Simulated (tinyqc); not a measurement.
## Reverse leakage of an n+-p junction: diffusion, generation, trap-assisted and band-to-band tunnelling: leakage components against the temperature

One-sided abrupt junction in the depletion approximation, x from the junction (0) to W on the p side, field F = F0 (1 - x/W). Flat quasi-Fermi levels, long p side. Traps generate through SRH with both lifetimes shortened by 1 + Gamma (Hurkx enhancement, form for moderate fields); band-to-band generation is local and needs a total bending above Eg.

Nc and Nv are given at 400 K and scale as (T/400 K)^1.5; all else is held fixed. ni = sqrt(Nc Nv) exp(-Eg/(2 Vt)), Eg in volts; Vbi = Vt ln(Na Nd/ni^2); W = sqrt(2 eps0 eps_r (Vbi + VR)/(q Na)); F0 = 2 (Vbi + VR)/W; FG = sqrt(24 mt m0 (kB T)^3)/(q hbar); J_diff = q ni^2 sqrt(Dn/tau)(1 - exp(-VR/Vt))/Na. u = (Vbi + VR)(1 - x/W)^2, p = Na exp(-u/Vt), n = Nd exp((u - Vbi - VR)/Vt); G0 = ni^2 (1 - exp(-VR/Vt))/(tau (n + p + 2 ni cosh(Et/Vt))); Gamma = 2 sqrt(3 pi)(F/FG) exp((F/FG)^2); trap-assisted part G0 Gamma; G_bb = Ab F^2.5 exp(-Bb/F) with F in V/cm, zero unless Vbi + VR > Eg. Currents are q times the integrals over 0 to W; J_bb under 1e-8 of J is printed as 0; rows with F0/FG above 2.2, beyond the range of this Gamma, are left out.

Values chosen for this exercise; band and dielectric values close to those of silicon: band gap Eg = 1.1 eV; relative permittivity eps_r = 11.5; conduction-band density of states at the reference temperature Nc = 4.26e19 cm^-3; valence-band density of states at the reference temperature Nv = 4.06e19 cm^-3; acceptor density of the lighter side Na = 1.7e16 cm^-3; donor density of the heavier side Nd = 5e19 cm^-3; SRH lifetime of both carriers at zero field tau = 2e-8 s; trap level above the intrinsic level Et = 0 eV; tunnelling mass mt = 0.24 m0; electron diffusion coefficient on the lighter side Dn = 23 cm^2/s; band-to-band prefactor Ab = 2.2e14 cm^-0.5 V^-2.5 s^-1; band-to-band field constant Bb = 1.84e7 V/cm; reverse bias VR = 2.6 V.

Constants: q = 1.602176634e-19 C, kB = 1.380649e-23 J/K, hbar = 1.054571817e-34 J s, m0 = 9.1093837015e-31 kg, Vt = kB T/q, eps0 = 8.8541878128e-14 F/cm where lengths are in cm. Results are converted to the units shown.

The same in every row: J_bb (A/cm^2) = 0.

Results:
```
T (K)	F0 (kV/cm)	F0/FG	J_diff (A/cm^2)	J_SRH (A/cm^2)	J_TAT (A/cm^2)	J (A/cm^2)	largest part
220	139	0.611	5.82e-18	5.16e-10	1.46e-9	1.97e-9	trap-assisted tunnelling
250	138	0.502	9.02e-15	2.06e-8	4.46e-8	6.52e-8	trap-assisted tunnelling
310	137	0.361	3.37e-10	4.08e-6	5.90e-6	9.98e-6	trap-assisted tunnelling
340	137	0.313	1.68e-8	2.92e-5	3.58e-5	6.50e-5	trap-assisted tunnelling
370	136	0.275	4.55e-7	1.54e-4	1.62e-4	3.17e-4	trap-assisted tunnelling
400	136	0.244	7.64e-6	6.43e-4	5.88e-4	0.00124	SRH generation
430	135	0.218	8.80e-5	0.00222	0.00178	0.00409	SRH generation
```

Estimate the missing row, T = 280 K.

Computed row:
```
T (K)	F0 (kV/cm)	F0/FG	J_diff (A/cm^2)	J_SRH (A/cm^2)	J_TAT (A/cm^2)	J (A/cm^2)	largest part
280	138	0.422	3.01e-12	3.81e-7	6.64e-7	1.04e-6	trap-assisted tunnelling
```

With this row back in the table: J rises from 1.97e-9 to 0.00409 A/cm^2. Trap-assisted tunnelling leads at T = 220, SRH generation from 400 on. Activation energies over the table: 1.18 eV for diffusion (Eg = 1.1 eV, raised by the T^3 of ni^2), 0.593 eV for SRH generation (Eg/2 + |Et| = 0.550 eV), 0.544 eV for the trap-assisted part, lower since Gamma grows on cooling; the total shows 0.553 eV at the cold end and 0.590 eV at the hot end.

Range of the model: The n+ side is degenerate, so Vbi from Boltzmann statistics is only a guide.

Computed by the program tinyqc: `OMP_NUM_THREADS=1 python tinyqc.py 2290064 2290065 out.jsonl`, one thread of a shared Intel Xeon 2.30GHz, about 0.01 s for the whole run.
